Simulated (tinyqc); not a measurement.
# Surface photovoltage measurement of the minority-carrier diffusion length in a wafer, step by step

A worked calculation. Computed by tinyqc, a small Python program that keeps every step. Command: `OMP_NUM_THREADS=1 python tinyqc.py 3130277 3130278 out.jsonl spv walk`. One thread of a shared host (Intel(R) Xeon(R) Processor @ 2.30GHz), about 0.01 s of CPU time with the checks. Intermediate numbers are printed to about 6 digits and carried at full precision; extremes and crossings named in words are read from the listed rows.

Low injection, steady light, a depletion layer much thinner than 1/alpha and L. The excess density dn is taken at the front edge of the neutral region; light that reaches the back is lost.

Inputs (values chosen for the exercise, modelled on p-type silicon at room temperature):
```
quantity                                              value               unit
diffusion length L                                      150         micrometre
wafer thickness W                                       775         micrometre
diffusivity D                                            33             cm^2/s
front recombination velocity S_f                       3100               cm/s
back recombination velocity S_b                        2400               cm/s
photon flux entering                                3.5e+12         1/(cm^2 s)
minority density at the surface barrier scale n_0   1.1e+08             1/cm^3
temperature T                                           298                  K
wavelength                                              956                 nm
relative noise of each reading                            0                  %
diffusion length after pair splitting over L           0.55                  -
iron factor C                                      1.06e+16  micrometre^2/cm^3
```

Constants: k_B = 8.617333262e-05 eV/K.

## One wavelength

alpha = (84.732/lambda - 76.417)^2 per cm with lambda in micrometre (an empirical fit for silicon between 0.7 and 1.05 micrometre). Thick wafer: dn = Phi L/((S_f + D/L)(L + 1/alpha)). Finite wafer, with s = S_b L/D, w = W/L, a = alpha L: dn = [Phi a/(a^2 - 1)] [a - B - exp(-alpha W)(a - s)/(cosh w + s sinh w)]/(S_f + B D/L), B = (sinh w + s cosh w)/(cosh w + s sinh w). Photovoltage V = (k_B T/e) ln(1 + dn/n_0). Lifetime = L^2/D.

alpha = 149.201 1/cm

penetration depth 1/alpha = 67.0235 micrometre

dn, thick wafer = 4.56433e+08 1/cm^3

B = 1.00000

dn, finite wafer = 4.56431e+08 1/cm^3

photovoltage V = 42.0857 mV

lifetime = 6.81818 microsecond

Caution: dn is not small against n_0, so V is not linear in the flux; the constant-flux reading then needs dn, not V.

## The linear plot

normal deviates g for the noise: -0.43  0.43  -0.70  1.80  -0.93  -0.70  -1.68

Readings y = (Phi/dn) (1 + noise x g) at 780, 830, 880, 920, 950, 975 and 995 nm; a least-squares line y = c (1/alpha + L_app) gives L_app = intercept/slope.

Readings:
```
lambda (nm)  1/alpha (micrometre)  y (cm/s)  line (cm/s)
780                         9.636   5640.50      5640.46
830                        15.176   5836.23      5836.20
880                        25.330   6195.00      6194.99
920                        40.658   6736.58      6736.60
950                        61.278   7465.19      7465.24
975                        90.917   8512.47      8512.53
995                       130.888   9924.96      9924.89
```

slope = 35.3351 cm/(s micrometre)

apparent length L_app = 149.991 micrometre

error of L_app (rounded to 0.001) = -0.006 %

At W/L = 5.2 the finite thickness shifts L_app by less than 0.05 %. S_f scales all readings alike and leaves L_app unchanged.

## Where the wafer is too thin

No noise; L is varied at fixed W, and the last two columns set S_b to 0 and to 1e7 cm/s.

Apparent length (micrometre):
```
L           W/L  given S_b      S_b = 0  S_b = 1e7
38.8    19.9742     38.800  3.88000e+01     38.800
77.5    10.0000     77.500  7.75001e+01     77.500
155.0    5.0000    154.987  1.55100e+02    154.887
232.0    3.3405    231.421  2.33971e+02    229.923
388.0    1.9974    373.911  4.17454e+02    359.552
620.0    1.2500    525.664  7.94476e+02    479.052
1010.0   0.7673    651.280  1.75591e+03    564.622
1630.0   0.4755    720.708  4.06370e+03    607.418
3100.0   0.2500    758.409  1.19646e+04    629.448
```

With a fast back surface L_app levels off, at 629 micrometre in the last row; with a passive one it reaches up to 3.86 times L among these rows and is 12000 in the last. All three columns are within 5 % of L down to W/L = 3.3.

## Iron from two lengths

Splitting iron-boron pairs in boron-doped silicon shortens L; with nothing else changing, [Fe] = C (1/L_after^2 - 1/L^2). It is evaluated with the true lengths and with the apparent ones (without noise), which differ when the wafer is not thick against L.

L_after = 82.5 micrometre

[Fe] from the true lengths = 1.08628e+12 1/cm^3

[Fe] from the apparent lengths = 1.08623e+12 1/cm^3

bias, apparent over true less 1 (rounded to 0.001) = -0.005 %

Checks made by the program: dn against a finite-difference solution (relative difference 1e-06).
